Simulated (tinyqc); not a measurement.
Precursor delivery by bubblers, mass-transport growth and the solid composition of a III-V alloy: one step, computed by the program tinyqc. Command: `OMP_NUM_THREADS=1 python tinyqc.py 3021613 3021614 out.jsonl movpe_thermo walk`. One thread of a shared host (Intel(R) Xeon(R) Processor @ 2.30GHz), about 0.02 s of CPU time with the checks.

1 sccm = 44.615 micromol/min; 1 torr = 133.322 Pa. The sources decompose fully at the surface.

Problem. Mass transport. Mean velocity u = (F_t/A)(760/p)(T/273); D = D0 (T/273)^1.75 (760/p); boundary layer delta = sqrt(pi D z/u); flux = D dp/(delta k_B T); growth rate = flux x a^3/4.

Inputs (values chosen for the exercise, modelled on triethylgallium (source 1) and trimethylindium (source 2) for the vapour pressures): total flow F_t = 8.7 slm; reactor pressure p = 100 torr; growth temperature T = 950 K; diffusivity at 273 K and 760 torr = 0.37 cm^2/s; flow cross-section A = 78 cm^2; distance from the leading edge z = 4.9 cm; lattice constant a = 5.65 angstrom.

Constants: k_B = 1.380649e-23 J/K.

Give: velocity u; D; boundary layer delta; growth rate per torr of group III.

Solution.

velocity u = 49.16 cm/s

D = 24.93 cm^2/s

boundary layer delta = 2.794 cm

growth rate per torr of group III = 147.2 micrometre/(h torr)

Caution: the boundary layer is a quarter or more of the root of the cross-section, so it fills much of the channel and depletion along the flow matters.
